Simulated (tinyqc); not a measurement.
Worked calculation: coupled-perturbed Hartree-Fock on RHF in the sto-3g basis, for BeH+, spin multiplicity 1. One step of it, computed by the program tinyqc.

Task: Orthogonalisation. S = U s U^T; symmetric (Loewdin) form X = U s^(-1/2) U^T, so that X^T S X = 1.

overlap S:
```
,1Be 1s,1Be 2s,1Be 2px,1Be 2py,1Be 2pz,2H 1s
1Be 1s,1.000000,0.259517,0.000000,0.000000,0.000000,0.060479
1Be 2s,0.259517,1.000000,0.000000,0.000000,0.000000,0.434719
1Be 2px,0.000000,0.000000,1.000000,0.000000,0.000000,0.000000
1Be 2py,0.000000,0.000000,0.000000,1.000000,0.000000,0.000000
1Be 2pz,0.000000,0.000000,0.000000,0.000000,1.000000,0.507495
2H 1s,0.060479,0.434719,0.000000,0.000000,0.507495,1.000000
```

Give: eigenvalues of S; X.

Result:

eigenvalues of S: 0.3220  0.7940  1.0000  1.0000  1.1753  1.7087

X:
```
,1Be 1s,1Be 2s,1Be 2px,1Be 2py,1Be 2pz,2H 1s
1Be 1s,1.0277,-0.1455,0.0000,0.0000,-0.0114,0.0225
1Be 2s,-0.1455,1.1397,0.0000,0.0000,0.1292,-0.3194
1Be 2px,0.0000,0.0000,1.0000,0.0000,0.0000,0.0000
1Be 2py,0.0000,0.0000,0.0000,1.0000,0.0000,0.0000
1Be 2pz,-0.0114,0.1292,0.0000,0.0000,1.1476,-0.3661
2H 1s,0.0225,-0.3194,0.0000,0.0000,-0.3661,1.2569
```
